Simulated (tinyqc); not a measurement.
What moves the results: free and nearly free electrons in a metal. A value that a table varies takes the place of the one given here.

The cubic cell holds 4 atoms: n = 4 z/a^3, kF = (3 pi^2 n)^(1/3), EF = c kF^2/m, vF = 2 c kF/(m hbar), c = hbar^2/2m0; rs = (3/(4 pi n))^(1/3)/a0; D(EF) = 3 n/(2 EF).

Square wire of width w with grain size w: rho/rho0 = 1/(1 - 3 al/2 + 3 al^2 - 3 al^3 ln(1 + 1/al)) + (3/4) (1 - p) l/w, with al = (l/w) Rg/(1 - Rg) (Mayadas-Shatzkes plus the thick-wire form of Fuchs-Sondheimer); l = hbar kF/(n e^2 rho), e = 1.602176634e-19 C.

Constants: hbar^2/2m0 = 3.80998211 eV angstrom^2; hbar = 6.58211957e-16 eV s; a0 (Bohr radius) = 0.5291772105 angstrom.

Inputs chosen for the exercise (near those of Al; not measured data): a = 4.035 angstrom (fcc lattice constant); z = 3 (free electrons an atom); m = 1 m0 (mass); rho = 2.74 micro-ohm cm (bulk resistivity); p = 0.5 (specularity of the surfaces); Rg = 0.3 (reflection at grain boundaries); w = 10 nm (wire width).

## Resistivity of narrow wires

Wires:
```
w (nm)     al  grain term (factor - 1)  surface term  rho (micro-ohm cm)
200     0.031                    0.046         0.027                2.94
100     0.062                    0.091         0.054                3.14
50      0.123                    0.179         0.108                3.53
30      0.206                    0.295         0.180                4.04
20      0.309                    0.438         0.270                4.68
14      0.441                    0.620         0.386                5.50
10      0.617                    0.861         0.540                6.58
7       0.882                    1.219         0.772                8.19
```

l = 14.41 nm

At 7 nm the resistivity is 2.99 times the bulk value; grain boundaries add more (1.22 from grains, 0.77 from surfaces). It passes twice the bulk value between 20 and 14 nm. The surface formula is meant for w above l = 14 nm, so the rows below that are rough.

## What sets the wire resistivity

All results formed anew. Each row changes one parameter from the base and keeps the others.

Results:
```
case                      EF (eV)  l (nm)  wire rho (micro-ohm cm)
base                       11.739   14.41                    6.578
a = 4.156 angstrom         11.066   15.29                    6.808
m = 1.2 m0                  9.783   14.41                    6.578
rho = 3.288 micro-ohm cm   11.739   12.01                    7.137
p = 0.8                    11.739   14.41                    5.690
Rg = 0.21                  11.739   14.41                    5.701
w = 7 nm                   11.739   14.41                    8.195
```

The largest shifts from the base row, up to three for each result and ties (the steps differ in size, so this ranks the rows, not the parameters). EF (eV): m -1.957, a -0.674; unchanged at the printed digits by rho, p, Rg and w. l (nm): rho -2.40, a +0.88; unchanged at the printed digits by m, p, Rg and w. wire rho (micro-ohm cm): w +1.616, p -0.888, Rg -0.877; unchanged at the printed digits by m. The mass drops out of l at given rho, because vF falls and tau rises by the same factor.

Program tinyqc; command `OMP_NUM_THREADS=1 python tinyqc.py 1682534 1682535 out.jsonl`; about 0.01 s on one thread of a shared Intel(R) Xeon(R) Processor @ 2.30GHz.
